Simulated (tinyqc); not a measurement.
Quaternary alloy A(x)B(1-x)C(y)D(1-y) matched to a substrate: sweeps and comparisons. A value that a table varies takes the place of the one given here.

Q(x,y) = x y Q_AC + x (1 - y) Q_AD + (1 - x) y Q_BC + (1 - x)(1 - y) Q_BD for the lattice constant. Gap, rule 1: Q(x,y) - x (1 - x)[y C_ABC + (1 - y) C_ABD] - y (1 - y)[x C_ACD + (1 - x) C_BCD]. Rule 2 (mean of ternaries): {x (1 - x)[y T_ABC(x) + (1 - y) T_ABD(x)] + y (1 - y)[x T_ACD(y) + (1 - x) T_BCD(y)]}/{x (1 - x) + y (1 - y)}, T_ABC(x) = x E_AC + (1 - x) E_BC - C_ABC x (1 - x), T_ACD(y) = y E_AC + (1 - y) E_AD - C_ACD y (1 - y), and alike. Only the Gamma valley is followed.

Matching a(x,y) = a_s gives x = (a_s - y a_BC - (1 - y) a_BD)/(y (a_AC - a_BC) + (1 - y)(a_AD - a_BD)).
Constants: hc = 1239.841984 eV nm.

Inputs chosen for the exercise (AC, AD, BC, BD near GaAs, GaSb, InAs and InSb; substrate near GaSb; shifted at random, so the results belong to these values and not to a real crystal): a = (5.657, 6.098, 6.056, 6.486) angstrom (lattice constants of AC, AD, BC, BD); Eg = (1.515, 0.803, 0.417, 0.233) eV (gaps at Gamma of AC, AD, BC, BD); Cb = (0.434, 0.357, 1.598, 0.731) eV (bowing of ABC, ABD, ACD, BCD); a_s = 6.098 angstrom (substrate); y = 0.41 (fraction of C).

## Along the matched line

x follows from y.

Results:

| y | x | bilinear (eV) | rule 1 (eV) | rule 2 (eV) | wavelength 1 (nm) | wavelength 2 (nm) |
|---|---|---|---|---|---|---|
| 0.01 | 0.9886 | 0.8036 | 0.7838 | 0.7941 | 1582 | 1561 |
| 0.12 | 0.8641 | 0.8023 | 0.6030 | 0.7057 | 2056 | 1757 |
| 0.23 | 0.7403 | 0.7872 | 0.4720 | 0.6331 | 2627 | 1958 |
| 0.34 | 0.6172 | 0.7582 | 0.3835 | 0.5734 | 3233 | 2162 |
| 0.45 | 0.4950 | 0.7155 | 0.3305 | 0.5235 | 3751 | 2368 |
| 0.56 | 0.3735 | 0.6593 | 0.3058 | 0.4804 | 4054 | 2581 |
| 0.67 | 0.2527 | 0.5897 | 0.3025 | 0.4409 | 4099 | 2812 |
| 0.78 | 0.1326 | 0.5067 | 0.3136 | 0.4006 | 3954 | 3095 |
| 0.89 | 0.0133 | 0.4106 | 0.3323 | 0.3459 | 3731 | 3585 |

The matched alloys span 0.302 to 0.784 eV by rule 1, with the lowest value inside the range, at y = 0.67. Along the line dx/dy is -1.132 between the first two rows and -1.085 between the last two. In energy the two rules differ most at y = 0.45, by 193 meV (1383 nm there), which measures how far the ternary data leave the interior open. Miscibility gaps are not considered.

## What each parameter does

x is matched anew each time. Each row changes one parameter from the base and keeps the others.

Results:

| case | x | rule 1 (eV) | rule 2 (eV) |
|---|---|---|---|
| base | 0.5393 | 0.3461 | 0.5407 |
| y = 0.4 | 0.5505 | 0.3507 | 0.5451 |
| a_s = 6.094 angstrom | 0.5495 | 0.3524 | 0.5476 |
| Cb = (0.521, 0.428, 1.918, 0.877) eV | 0.5393 | 0.2689 | 0.5023 |
| Eg = (1.565, 0.803, 0.417, 0.233) eV | 0.5393 | 0.3572 | 0.5517 |
| a = (5.667, 6.098, 6.056, 6.486) angstrom | 0.5450 | 0.3496 | 0.5446 |

The largest shifts from the base row, up to three for each result and ties (the steps differ in size, so this ranks the rows, not the parameters). x: y +0.0111, a_s +0.0102, a +0.0057; unchanged at the printed digits by Cb and Eg. rule 1 (eV): Cb -0.0773, Eg +0.0111, a_s +0.0062. rule 2 (eV): Cb -0.0384, Eg +0.0111, a_s +0.0070.

Program tinyqc; command `OMP_NUM_THREADS=1 python tinyqc.py 1051113 1051114 out.jsonl`; about 0.01 s on one thread of a shared Intel(R) Xeon(R) Processor @ 2.30GHz.
